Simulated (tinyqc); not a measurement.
# Ideality, saturation current and resistance from three points

Question. Well above the saturation current a diode obeys V = n Vt ln(I/I0) + I Rs. Find n, Rs and I0.

Values chosen for this exercise:
```
symbol  value  unit      meaning
T         350     K  temperature
```

Constants: q = 1.602176634e-19 C, kB = 1.380649e-23 J/K, Vt = kB T/q. Results are converted to the units shown.

currents (A): 1e-6  0.0001  0.005
voltages (V): 0.24403686  0.47183456  0.66582689

Answer. V is linear in the three unknowns n Vt, Rs and -n Vt ln I0, so three points give a linear system.

n = 1.64
Rs = 0.100 ohm
I0 = 7.20e-9 A

Numbers from tinyqc (`OMP_NUM_THREADS=1 python tinyqc.py 2260041 2260042 out.jsonl`; about 0.01 s on one thread of a shared Intel Xeon 2.30GHz).
